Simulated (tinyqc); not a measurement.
Standing waves and exposure in a photoresist film: one step. Interface coefficients. Two cases, with inputs chosen for the exercise.

Question. Form N1, r01, t01 and r12.

Normal incidence from air. Unexposed resist: N1 = n1 + i k1 with k1 = (A + B) lam/(4 pi), lam in micrometres. r01 = (1 - N1)/(1 + N1), t01 = 2/(1 + N1). Below the resist lie the layer Na = na + i ka and the substrate Ns = ns + i ks: r12 = (r1a + ras x)/(1 + r1a ras x), x = exp(4 pi i Na da/lam), r1a = (N1 - Na)/(N1 + Na), ras = (Na - Ns)/(Na + Ns). With p = exp(2 pi i N1 d/lam), the field at depth z is E(z) = t01 [exp(2 pi i N1 z/lam) + r12 p^2 exp(-2 pi i N1 z/lam)]/(1 + r01 r12 p^2), the relative intensity I(z) = n1 |E(z)|^2 and the reflectance R = |(r01 + r12 p^2)/(1 + r01 r12 p^2)|^2.

Case 1.

Values chosen (a resist on W, indices near tabulated ones; shifted at random, so the results belong to these values and not to a real crystal):
- lam = 365 nm (vacuum wavelength)
- n1 = 1.699 (resist index)
- A = 0.87 1/micrometre (bleachable absorption (Dill A))
- B = 0.07 1/micrometre (fixed absorption (Dill B))
- d = 818 nm (resist thickness)
- ns = 3.423 (substrate n)
- ks = 2.335 (substrate k)
- na = 1.799 (n of the bottom antireflection layer)
- ka = 0.323 (its k)
- da = 51 nm (its thickness)

Case 2.

Values chosen (a resist on Al, indices near tabulated ones; shifted at random, so the results belong to these values and not to a real crystal):
- lam = 248 nm (vacuum wavelength)
- n1 = 1.773 (resist index)
- A = 0.03 1/micrometre (bleachable absorption (Dill A))
- B = 0.37 1/micrometre (fixed absorption (Dill B))
- d = 356 nm (resist thickness)
- ns = 0.19 (substrate n)
- ks = 2.865 (substrate k)
- na = 1.76 (n of the bottom antireflection layer)
- ka = 0.434 (its k)
- da = 21 nm (its thickness)

Give: N1; r01; t01; r12; |r12|^2.

Answer.

Case 1.

N1 = 1.69900+0.02730i
r01 = -0.2591-0.0075i
t01 = 0.7409-0.0075i
r12 = 0.1892+0.0295i
|r12|^2 = 0.0367

Next to the bottom the intensity swings by a factor ((1 + |r12|)/(1 - |r12|))^2 = 2.17 between antinode and node; without the layer |r12|^2 would be 0.2608.

Case 2.

N1 = 1.77300+0.00789i
r01 = -0.2788-0.0021i
t01 = 0.7212-0.0021i
r12 = 0.4747-0.1720i
|r12|^2 = 0.2550

Next to the bottom the intensity swings by a factor ((1 + |r12|)/(1 - |r12|))^2 = 9.24 between antinode and node; without the layer |r12|^2 would be 0.8812.

Computed by tinyqc, one run a case: `OMP_NUM_THREADS=1 python tinyqc.py N N+1 out.jsonl` with N = 1682380, 1682578; one thread of a shared Intel(R) Xeon(R) Processor @ 2.30GHz, about 0.01 s a run at most.
